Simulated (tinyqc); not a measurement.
## Doping and thickness from pinch-off voltage and conductance

Question. A uniform channel has Vp = q Nd a^2/(2 eps0 eps_r) and G0 = 2 q mu Nd a W/L. Find a and Nd.

Inputs (values chosen for the exercise); material values close to those of silicon:
```
symbol,value,unit,meaning
eps_r,11.9,,relative permittivity of the semiconductor
mu,790,cm^2/(V s),low-field mobility at this doping
L,0.3,um,gate length
W,50,um,gate width
```

Constants: q = 1.602176634e-19 C, eps0 = 8.8541878128e-14 F/cm where lengths are in cm. Results are converted to the units shown.

Vp = 4.8705546 V
G0 = 57.505858 mS

Solution. G0 gives the product Nd a and Vp gives Nd a^2; their ratio is a.

a = 470 nm
Nd = 2.90e16 cm^-3

Computed by the program tinyqc: `OMP_NUM_THREADS=1 python tinyqc.py 2500106 2500107 out.jsonl`, one thread of a shared Intel Xeon 2.30GHz, about 0.09 s for the whole run.
